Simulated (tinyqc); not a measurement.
Hall factor, magnetoresistance and optical conductivity for a power-law relaxation time: one step, computed by the program tinyqc.

One spherical parabolic band, tau(E) = tau_0 x^s with x = E/(k_B T). Landau quantisation is left out.

Task: Response at frequency f. <y> = int y x^(3/2) f (1 - f) dx / int x^(3/2) f (1 - f) dx, f = 1/(1 + exp(x - eta)). Integrals over x = E/(k_B T) use 160 Gauss-Legendre points in u = sqrt(x) from 0 to sqrt(max(eta, 0) + 45). sigma(w) = (n e^2/m) <tau/(1 - i w tau)>, w = 2 pi f; eps = eps_inf + i sigma/(eps_0 w); N = sqrt(eps); absorption coefficient 2 w Im N/c; reflectivity |(N - 1)/(N + 1)|^2; plasma frequency sqrt(n e^2/(eps_inf eps_0 m))/(2 pi).

Inputs (values chosen for the exercise, with a mass close to that of electrons in GaN):
```
quantity                         value  unit
effective mass m                  0.21   m_0
exponent s                         1.5     -
tau_0                              950    fs
reduced Fermi level eta            1.8     -
temperature T                      100     K
frequency f                      0.065   THz
background permittivity eps_inf   13.4     -
```

density n = 1.180136e+18 1/cm^3

Constants: e = 1.602176634e-19 C; m_0 = 9.1093837015e-31 kg; eps_0 = 8.8541878128e-12 F/m; c = 299792458 m/s.

Give: sigma(w); permittivity; refractive index; absorption coefficient; reflectivity; plasma frequency.

Result:

sigma(w) = 1320+2974i S/cm

permittivity = -82242+36490i

refractive index = 62.2+293.4i

absorption coefficient = 7995 1/cm

reflectivity = 0.9972

plasma frequency = 5.815 THz
